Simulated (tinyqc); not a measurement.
Precursor delivery and alloy composition in metal-organic vapour-phase epitaxy: one step, computed by the program tinyqc. Command: `OMP_NUM_THREADS=1 python tinyqc.py 3014503 3014504 out.jsonl movpe walk`. One thread of a shared host (Intel(R) Xeon(R) Processor @ 2.30GHz), about 0.01 s of CPU time with the checks.

Carrier gas leaves each bubbler saturated. Group-III species cross a boundary layer and react at the surface; element 2 can also desorb. The film is (1)_(1-x) (2)_x V with a zinc-blende cell.

Question. Molar flows. Temperatures in kelvin are T(C) + 273.15. Vapour pressure p_v = 10^(a - b/T); precursor flow = carrier flow x p_v/(p_b - p_v); 1 sccm = 44.615 micromol/min; V/III = hydride flow over the sum of both; gas share x_g = F2/(F1 + F2).

Inputs (values chosen for the exercise, close to those used for InGaP from TEGa and TMIn):
```
quantity                                value  unit
source 1: a in log10(p/torr) = a - b/T   8.08     -
source 1: b                              2162     K
source 1: bath temperature                 23     C
source 1: carrier flow                     15  sccm
source 2: a                             10.52     -
source 2: b                              3014     K
source 2: bath temperature                 29     C
source 2: carrier flow                    360  sccm
bubbler pressure p_b                      400  torr
group-V hydride flow                       23  sccm
```

Give: vapour pressures; molar flows; V/III ratio; gas share x_g.

Answer.

vapour pressures (torr): source 1 6.021, source 2 3.506

molar flows (micromol/min): F1 10.23, F2 142.0

V/III ratio = 6.740

gas share x_g = 0.9328

The slope of F2 with the temperature of bath 2 is b ln(10)/T^2 x p_b/(p_b - p_v) = 7.7 % per kelvin. Caution: so low a V/III ratio risks group-III droplets and carbon uptake.
